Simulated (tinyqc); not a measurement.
Stoner model of a band ferromagnet: one step. The ground state. Two cases, with inputs chosen for the exercise.

Problem. Take the lowest of E(0), the stationary points e(n_up) - e(n_down) = I m, and saturation.

Density of states per atom and spin: flat with a rise to the top, D(e) = (M/W) [1 - sp + 4 sp (e/W + 1/2)^3]. Levels e -/+ I m/2 for up and down spin, m = n_up - n_down, n_up + n_down = nd. At zero temperature e(N) is the energy below which N states lie, and E(m) = sum over spins of integral e D de - I m^2/4.

Case 1.

Values chosen: W = 5 eV (band width, e from -W/2 to W/2); M = 5 (states per atom and spin); nd = 6.22 (electrons per atom); sp = 0.31 (shape parameter); I = 1.3 eV (Stoner parameter).

Case 2.

Values chosen: W = 5.1 eV (band width, e from -W/2 to W/2); M = 5 (states per atom and spin); nd = 6.89 (electrons per atom); sp = 0.31 (shape parameter); I = 1.11 eV (Stoner parameter).

Give: m; exchange splitting I m; E - E(0); n_up, n_down.

Solution.

Case 1.

m = 3.780 muB
exchange splitting I m = 4.914 eV
E - E(0) = -1635.4 meV

n_up, n_down: 5.000  1.220

Case 2.

m = 3.110 muB
exchange splitting I m = 3.452 eV
E - E(0) = -805.2 meV

n_up, n_down: 5.000  1.890

The moment is saturated (a strong ferromagnet): the majority band is full.

Computed by tinyqc, one run a case: `OMP_NUM_THREADS=1 python tinyqc.py N N+1 out.jsonl` with N = 1650297, 1650805; one thread of a shared Intel(R) Xeon(R) Processor @ 2.30GHz, about 0.2 s a run at most.
